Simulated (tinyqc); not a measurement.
Bias-temperature instability from a Gaussian distribution of capture and emission barriers: one step, computed by the program tinyqc.

Each trap has a capture time tau_0 exp(E_c/(k_B T)) under stress and an emission time tau_0 exp(E_e/(k_B T)) after it. E_c is Gaussian, and E_e = E_c + d with d Gaussian and independent. A trap counts as filled once t_s exceeds its capture time and as emptied once t_r exceeds its emission time.

Problem. Lifetime. Demarcation energies E_s = k_B T ln(t_s/tau_0), E_r = k_B T ln(t_r/tau_0); mean barrier mu = mu_c - k_F F; z = (E_s - mu)/sigma_c; Phi is the standard normal distribution. Temperatures in kelvin are T(C) + 273.15. Solve V_max Phi(z) = criterion for t_s; the power-law extrapolation from the stress point is t_s (criterion/dV0)^(1/n); 1 year = 3.15576e7 s.

Inputs (values chosen for the exercise, for a model p-channel transistor): shift with all traps filled V_max = 70 mV; spread of capture barriers sigma_c = 0.29 eV; time constant tau_0 = 2e-09 s; temperature T = 150 C; stress time t_s = 3 s; failure criterion = 20 mV.

mean barrier mu = 1.5987 eV

shift without recovery dV0 = 0.1501280 mV

time exponent n = 0.3960330

Constants: k_B = 8.617333262e-05 eV/K.

Give: log10 of the lifetime in s; log10 of the power-law estimate in s.

Solution.

log10 of the lifetime in s = 8.387

log10 of the power-law estimate in s = 5.842

The power law gives a time shorter by 2.55 decades, since n falls as traps fill; ten years is log10 = 8.50.
